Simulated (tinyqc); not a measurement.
Hot electrons in a saturated n-channel MOSFET, lucky-electron model: one step of the calculation.

Beyond pinch-off the lateral field grows as Esat cosh(y/l) over the velocity-saturated region (pseudo-two-dimensional model). Impact ionisation in this region gives the substrate current, which biases the body forward through Rsub. Currents are per width. Local-field laws: they overstate ionisation when the field peak is narrower than an energy relaxation length.

Problem. Gate current, lifetime and channel shortening. Ig = Cg Id exp(-pb/(lm Em)); lifetime tau = (Hl/Id)(Isub/Id)^(-m); length of the saturated region dL = l ln[(dV/l + Em)/Esat]. 1 year = 3.15576e7 s.

Inputs (values chosen for the exercise); values close to those of silicon n-channel devices: hot-electron mean free path lm = 8.1 nm; oxide barrier pb = 3.2 V; prefactor of the gate current Cg = 0.0027; lifetime exponent m = 3.2; lifetime constant Hl = 13000 s uA/um.

Id = 29.348375 uA/um
dV = 1.6574909 V
Em = 0.42655675 MV/cm
Isub = 1.2042485 uA/um
l = 39.115214 nm
Esat = 0.048888889 MV/cm

Wanted: Isub/Id; Ig; tau; dL.

Solution.

Isub/Id = 0.04103
Ig = 7.528 pA/um
tau = 0.3848 years
dL = 111.7 nm

The lifetime misses ten years.

Numbers from tinyqc (`OMP_NUM_THREADS=1 python tinyqc.py 2550116 2550117 out.jsonl`; about 0.01 s on one thread of a shared Intel Xeon 2.30GHz).
